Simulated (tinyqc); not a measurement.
Comparisons within one model: band edges of strained Si(1-x)Ge(x) on relaxed Si(1-y)Ge(y). A value that a table varies takes the place of the one given here.

Values are linear in the Ge fraction but for ED(x) = linear - CD x (1 - x) and a(x) = linear - Ca x (1 - x). Energies are on the common scale of Ev.

Coherent growth on a (111) face: e_par = (a(y) - a(x))/a(x), e_perp = -(2 C11 + 4 C12 - 4 C44)/(C11 + 2 C12 + 4 C44) e_par; exx = eyy = ezz = (2 e_par + e_perp)/3 and exy = eyz = ezx = (e_perp - e_par)/3.

A valley with unit axis u lies at Ev + gap + (av + a_valley) tr(e) + Xu (u.e.u - tr(e)/3); the Delta axes are x, y, z and the L axes [111], [1-1-1], [-11-1], [-1-11]. The second-order shift of the Delta valleys under shear is left out; it lowers the pair normal to the sheared plane by tens of meV at a shear of 1 %.

Valence edges: Ev plus the levels of the 6 x 6 matrix of X, Y, Z times spin with -Dso/3 + l exx + m (eyy + ezz) on the diagonal (cyclic), n exy off it, l = av + 2 b, m = av - b, n = sqrt(3) d. Spin-orbit term (Dso/3) L.sigma on X, Y, Z with (L_k)_ij = -i epsilon_kij: <X+|H|Y+> = -i Dso/3, <X+|H|Z-> = Dso/3, <Y+|H|Z-> = -i Dso/3, <Z+|H|X-> = -Dso/3, <Z+|H|Y-> = i Dso/3, <X-|H|Y-> = i Dso/3, and their conjugates; + and - are the spin along z.

Coherent growth: e_par = (a(y) - a(x))/a(x). (001): e_perp = -2 (C12/C11) e_par; exx = eyy = e_par, ezz = e_perp, no shear. (111): e_perp = -(2 C11 + 4 C12 - 4 C44)/(C11 + 2 C12 + 4 C44) e_par; exx = eyy = ezz = (2 e_par + e_perp)/3 and exy = eyz = ezx = (e_perp - e_par)/3. (110): e_perp = -(C11 + 3 C12 - 2 C44)/(C11 + C12 + 2 C44) e_par; exx = eyy = (e_par + e_perp)/2, ezz = e_par, exy = (e_perp - e_par)/2, eyz = ezx = 0.

Values chosen for the exercise (end members near Si and Ge, in this order; the results hold for these values, not for the real material):
- a = (5.435, 5.666) angstrom (lattice constant)
- Dso = (0.044, 0.29) eV (spin-orbit splitting)
- av = (2.47, 1.22) eV (valence hydrostatic potential)
- b = (-2.09, -2.52) eV (tetragonal shear potential)
- d = (-4.78, -5.22) eV (trigonal shear potential)
- C11 = (166, 127.6) GPa
- C12 = (63.7, 48.7) GPa
- C44 = (78.5, 66.9) GPa
- Ev = (0, 0.71) eV (top of the unstrained valence band)
- ED = (1.137, 0.914) eV (gap to the Delta valleys)
- EL = (2.039, 0.746) eV (gap to the L valleys)
- aD = (1.56, 1.34) eV (hydrostatic potential of the Delta gap)
- aL = (-3.21, -2.74) eV (hydrostatic potential of the L gap)
- XuD = (8.95, 9.37) eV (uniaxial potential, Delta)
- XuL = (15.67, 15.69) eV (uniaxial potential, L)
- CD = 0.199 eV (bowing of the Delta gap)
- Ca = 0.026 angstrom (bowing of the lattice constant)
- face = 111 (growth face)
- y = 0.16 (Ge fraction of the relaxed buffer)
- x = 0 (Ge fraction of the layer)

## Composition of the layer

The buffer is kept. dEc = Ec(buffer) - Ec(layer), dEv = Ev(layer) - Ev(buffer); buffer edges Ev(y) and Ev(y) + min(ED, EL). The digit behind Delta or L counts whole valleys.

Results:
```
x     e_par (%)  lowest valleys  gap (eV)  next valleys above (meV)  valence splitting (meV)  dEc (eV)  dEv (eV)
0.00       0.62          Delta6     1.113                       763                       64     0.013    -0.051
0.10       0.23          Delta6     1.091                       761                       21     0.006    -0.023
0.20      -0.16          Delta6     1.051                       723                       12    -0.005     0.029
0.30      -0.55          Delta6     0.993                       635                       35    -0.022     0.104
0.41      -0.99          Delta6     0.934                       533                       56    -0.047     0.187
0.51      -1.40          Delta6     0.884                       435                       72    -0.074     0.265
0.61      -1.82          Delta6     0.838                       334                       88    -0.108     0.344
0.71      -2.24          Delta6     0.795                       228                      103    -0.146     0.426
```

The gap is 1.113 eV in the first row and 0.795 eV in the last. The lowest valleys are Delta6 throughout. Per 0.1 of x the valence offset moves by +67 meV on average; the conduction offset lies between -146 and +13 meV. Electrons and holes sit on opposite sides in every row (type II). Offsets below about 30 meV are within the spread of parameter sets, so those rows do not settle the type. Strains above 2 % can be kept only in layers of a few nanometres.

## Composition of the buffer

The layer is kept. dEc = Ec(buffer) - Ec(layer), dEv = Ev(layer) - Ev(buffer); buffer edges Ev(y) and Ev(y) + min(ED, EL). The digit behind Delta or L counts whole valleys.

Results:
```
y     e_par (%)  lowest valleys  gap (eV)  next valleys above (meV)  valence splitting (meV)  dEc (eV)  dEv (eV)
0.08       0.30          Delta6     1.127                       833                       29     0.005    -0.028
0.16       0.62          Delta6     1.113                       763                       64     0.013    -0.051
0.24       0.93          Delta6     1.096                       692                      101     0.022    -0.071
0.31       1.22          Delta6     1.081                       628                      134     0.032    -0.088
0.39       1.54          Delta6     1.063                       554                      173     0.046    -0.107
0.47       1.88          Delta6     1.045                       479                      212     0.062    -0.124
0.55       2.22          Delta6     1.026                       402                      253     0.080    -0.141
```

The gap is 1.127 eV in the first row and 1.026 eV in the last. The lowest valleys are Delta6 throughout. Per 0.1 of y the valence offset moves by -24 meV on average; the conduction offset lies between +5 and +80 meV. Electrons and holes sit on opposite sides in every row (type II). Offsets below about 30 meV are within the spread of parameter sets, so those rows do not settle the type. Strains above 2 % can be kept only in layers of a few nanometres.

## The same layer on three faces

dEc = Ec(buffer) - Ec(layer), dEv = Ev(layer) - Ev(buffer); buffer edges Ev(y) and Ev(y) + min(ED, EL). The digit behind Delta or L counts whole valleys.

Results:
```
face   e_par (%)  lowest valleys  gap (eV)  next valleys above (meV)  valence splitting (meV)  dEc (eV)  dEv (eV)  Delta spread (meV)  L spread (meV)
(001)       0.62          Delta2     1.048                        97                       58     0.086    -0.059                  97               0
(111)       0.62          Delta6     1.113                       763                       64     0.013    -0.051                   0             124
(110)       0.62          Delta4     1.099                        42                       62     0.028    -0.053                  42              98
```

On (001) only the Delta valleys split (97 meV), on (111) only the L valleys (124 meV), on (110) both (42 and 98 meV). The lowest valleys are Delta2 on (001), Delta6 on (111) and Delta4 on (110); the smallest gap is 1.048 eV on (001) and the largest 1.113 eV on (111).

## What each parameter does

dEc = Ec(buffer) - Ec(layer), dEv = Ev(layer) - Ev(buffer); buffer edges Ev(y) and Ev(y) + min(ED, EL). Each row changes one parameter from the base and keeps the others.

Results:
```
case                      gap (eV)  valence splitting (meV)  dEc (eV)  dEv (eV)
base                        1.1127                     63.8    0.0127   -0.0508
x = 0.03                    1.1066                     50.1    0.0113   -0.0433
y = 0.19                    1.1067                     77.4    0.0160   -0.0587
CD = 0.249 eV               1.1127                     63.8    0.0060   -0.0508
av = (2.84, 1.403) eV       1.1127                     63.8    0.0092   -0.0473
d = (-5.497, -6.003) eV     1.1058                     74.4    0.0127   -0.0439
XuL = (18.02, 18.043) eV    1.1127                     63.8    0.0127   -0.0508
aL = (-3.691, -3.151) eV    1.1127                     63.8    0.0127   -0.0508
aD = (1.794, 1.541) eV      1.1149                     63.8    0.0105   -0.0508
```

The largest shifts from the base row, up to three for each result and ties (the steps differ in size, so this ranks the rows, not the parameters). gap (eV): d -0.0069, x -0.0061, y -0.0060; unchanged at the printed digits by CD, av, XuL and aL. valence splitting (meV): x -13.7, y +13.6, d +10.6; unchanged at the printed digits by CD, av, XuL, aL and aD. dEc (eV): CD -0.0067, av -0.0035, y +0.0033; unchanged at the printed digits by d, XuL and aL. dEv (eV): y -0.0079, x +0.0075, d +0.0069; unchanged at the printed digits by CD, XuL, aL and aD. The lowest valleys of the layer are Delta6, so among the conduction-band potentials only those of that family reach the gap and dEc; the buffer is unstrained. A shift large enough to swap the lowest family would change that.

tinyqc: `OMP_NUM_THREADS=1 python tinyqc.py 1051468 1051469 out.jsonl`; about 0.02 s, one thread, shared Intel(R) Xeon(R) Processor @ 2.30GHz.
